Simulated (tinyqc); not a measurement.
Pariser-Parr-Pople SCF with singles CI, for the molecule O=C1C=CC(=O)C=C1 (SMILES; centres numbered as the heavy atoms are written), step by step. One step of it, computed by the program tinyqc.

Question. Singles CI, triplets. Over the 9 single excitations with the smallest orbital gaps: A = (e_a - e_i) delta - (ij|ab), with (pq|rs) = sum c_mp c_mq gamma_mn c_nr c_ns.

orbital energies (eV): -14.079474  -12.620854  -10.636160  -9.574420  -3.843243  -1.121186  0.061260  2.043324

coefficients:
```
         MO1        MO2        MO3        MO4        MO5        MO6        MO7        MO8
1O  0.298128   0.482013   0.000000   0.544318   0.480216   0.000000  -0.338877  -0.192500
2C  0.427445   0.471212   0.000000   0.109838  -0.298873   0.000000   0.552473   0.434320
3C  0.337943   0.151034   0.500000  -0.309559  -0.300056   0.500000  -0.199920  -0.370344
4C  0.337943  -0.151034   0.500000  -0.309559   0.300056  -0.500000  -0.199920   0.370344
5C  0.427445  -0.471212   0.000000   0.109838   0.298873   0.000000   0.552473  -0.434320
6O  0.298128  -0.482013   0.000000   0.544318  -0.480216   0.000000  -0.338877   0.192500
7C  0.337943  -0.151034  -0.500000  -0.309559   0.300056   0.500000  -0.199920   0.370344
8C  0.337943   0.151034  -0.500000  -0.309559  -0.300056  -0.500000  -0.199920  -0.370344
```

repulsion gamma_rs (eV):
```
           1O        2C        3C        4C        5C         6O        7C        8C
1O  15.890000  5.680952  4.045552  2.975974  2.699230   2.213216  2.975974  4.045552
2C   5.680952  9.490000  4.936504  3.652875  3.335298   2.699230  3.652875  4.936504
3C   4.045552  4.936504  9.490000  4.935866  3.652875   2.975974  3.335881  3.653481
4C   2.975974  3.652875  4.935866  9.490000  4.936504   4.045552  3.653481  3.335881
5C   2.699230  3.335298  3.652875  4.936504  9.490000   5.680952  4.936504  3.652875
6O   2.213216  2.699230  2.975974  4.045552  5.680952  15.890000  4.045552  2.975974
7C   2.975974  3.652875  3.335881  3.653481  4.936504   4.045552  9.490000  4.935866
8C   4.045552  4.936504  3.653481  3.335881  3.652875   2.975974  4.935866  9.490000
```

Give: triplet CI matrix; triplet excitation energies.

Answer.

triplet CI matrix (eV):
```
         4>5      3>5      4>6     2>5      3>6     4>7      1>5     3>7
4>5   0.2992   0.0000   0.0000  0.0000  -0.6907  0.0000  -0.6371  0.0000
3>5   0.0000   2.4784  -0.6907  0.0000   0.0000  0.0000   0.0000  0.0000
4>6   0.0000  -0.6907   4.2171  0.0000   0.0000  0.0000   0.0000  0.0000
2>5   0.0000   0.0000   0.0000  3.4549   0.0000  1.4809   0.0000  0.0000
3>6  -0.6907   0.0000   0.0000  0.0000   4.1612  0.0000   0.7541  0.0000
4>7   0.0000   0.0000   0.0000  1.4809   0.0000  4.7792   0.0000  0.0000
1>5  -0.6371   0.0000   0.0000  0.0000   0.7541  0.0000   5.4753  0.0000
3>7   0.0000   0.0000   0.0000  0.0000   0.0000  0.0000   0.0000  6.4135
2>6   0.0000   0.0000   0.0000  0.0000   0.0000  0.0000   0.0000  0.1279

        2>6
4>5  0.0000
3>5  0.0000
4>6  0.0000
2>5  0.0000
3>6  0.0000
4>7  0.0000
1>5  0.0000
3>7  0.1279
2>6  7.4726
```

triplet excitation energies (eV): 0.1313  2.2374  2.4949  3.8519  4.4581  5.7392  5.9526  6.3982  7.4878
